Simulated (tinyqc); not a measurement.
Three-band tight binding of a dichalcogenide monolayer, step by step. Values are carried at full precision from step to step, so a last printed digit may differ when a step is redone from the rounded ones.

Basis dz2, dxy, dx2-y2 on a triangular lattice, nearest neighbours; alpha = kx a/2, beta = sqrt3 ky a/2. h0 = e1 + 2 t0 (cos 2alpha + 2 cos alpha cos beta); h1 = -2 sqrt3 t2 sin alpha sin beta + 2i t1 (sin 2alpha + sin alpha cos beta); h2 = 2 t2 (cos 2alpha - cos alpha cos beta) + 2i sqrt3 t1 cos alpha sin beta; h11 = e2 + 2 t11 cos 2alpha + (t11 + 3 t22) cos alpha cos beta; h22 = e2 + 2 t22 cos 2alpha + (3 t11 + t22) cos alpha cos beta; h12 = sqrt3 (t22 - t11) sin alpha sin beta + 4i t12 sin alpha (cos alpha - cos beta) + i lam sz. H = [[h0, h1, h2], [., h11, h12], [., ., h22]], Hermitian; the lowest band of each spin is filled. K = (4 pi/3a, 0), M = (pi/a, pi/(sqrt3 a)).

Inputs chosen for the exercise (near a published set for monolayer MoSe2; shifted at random, so the results belong to these values and not to a real crystal):

| symbol | value | unit | meaning |
|---|---|---|---|
| a | 3.33 | angstrom | lattice constant |
| e1 | 0.913 | eV | level of dz2 |
| e2 | 2.089 | eV | level of dxy and dx2-y2 |
| t0 | -0.192 | eV | hopping |
| t1 | 0.315 | eV | hopping |
| t2 | 0.458 | eV | hopping |
| t11 | 0.209 | eV | hopping |
| t12 | 0.284 | eV | hopping |
| t22 | 0.132 | eV | hopping |
| lam | 0.089 | eV | spin-orbit constant |
| sz | -1 |  | spin |
| k | (0.26, 0.17) | 1/angstrom | wave vector |

## H at one k

Form alpha, beta and the matrix.

alpha, beta (rad): 0.43290  0.49026

H (eV):
```
                    z2               xy            x2-y2
z2              0.0491  -0.3134+0.7130i  -0.1400+0.4664i
xy     -0.3134-0.7130i           2.8444  -0.0263-0.0768i
x2-y2  -0.1400-0.4664i  -0.0263+0.0768i           2.8679
```

## Levels and weights

Diagonalise H.

levels (eV): -0.2265  2.8540  3.1340

weights:
```
       band 1  band 2  band 3
z2      0.917   0.008   0.075
xy      0.059   0.320   0.620
x2-y2   0.023   0.672   0.305
```

## Closed forms at K and Gamma

Three-band model of dz2 (level e1) and dxy, dx2-y2 (level e2), spin sz = +/-1; t1 and t2 drop out at these points. At K: e2 - (3/2)(t11 + t22) - 3 sqrt3 t12 + lam sz (valence), e1 - 3 t0 (conduction), e2 - (3/2)(t11 + t22) + 3 sqrt3 t12 - lam sz. At Gamma: e1 + 6 t0 (valence) and e2 + 3 (t11 + t22) -/+ lam.

Levels (eV):

| point | band 1 | band 2 | band 3 |
|---|---|---|---|
| K, spin up | 0.1908 | 1.4890 | 2.9642 |
| K, spin down | 0.0128 | 1.4890 | 3.1422 |
| Gamma | -0.2390 | 3.0230 | 3.2010 |

smallest direct gap at K = 1.2982 eV
Ev(K) - Ev(Gamma) = 0.4298 eV

Of the two points, the valence band is higher at K, by 430 meV. The dz2 conduction state at K has no atomic orbital angular momentum (Lz = 0) and is not split at this order.

## Bands for both spins

The two lowest bands at the points named.

Levels (eV):

| k | v, up | c, up | v, down | c, down |
|---|---|---|---|---|
| G | -0.2390 | 3.0230 | -0.2390 | 3.0230 |
| G-K 0.25 | -0.2228 | 2.8593 | -0.2335 | 2.8963 |
| G-K 0.5 | -0.2472 | 2.6695 | -0.3048 | 2.6971 |
| G-K 0.6 | -0.2464 | 2.5409 | -0.3262 | 2.4796 |
| G-K 0.75 | -0.1354 | 2.0726 | -0.2506 | 2.0235 |
| G-K 0.9 | 0.1032 | 1.6139 | -0.0564 | 1.5982 |
| K | 0.1908 | 1.4890 | 0.0128 | 1.4890 |
| K-M 0.5 | -0.1574 | 1.8496 | -0.2616 | 1.8235 |
| M | -0.3941 | 1.9005 | -0.3941 | 1.9005 |
| M-G 0.5 | -0.2513 | 2.4981 | -0.2513 | 2.4981 |

The spins are degenerate from M to Gamma, since a vertical mirror plane holds this line and flips sz, and the valence splitting is largest at K (178 meV). The lowest conduction level listed is at K. With nearest neighbours alone the model is made for the neighbourhood of K.

## Checks

- Closed forms at K against the matrix: they agree to 1e-10 or better.

Program tinyqc; command `OMP_NUM_THREADS=1 python tinyqc.py 1452817 1452818 out.jsonl`; about 0.01 s on one thread of a shared Intel(R) Xeon(R) Processor @ 2.30GHz.
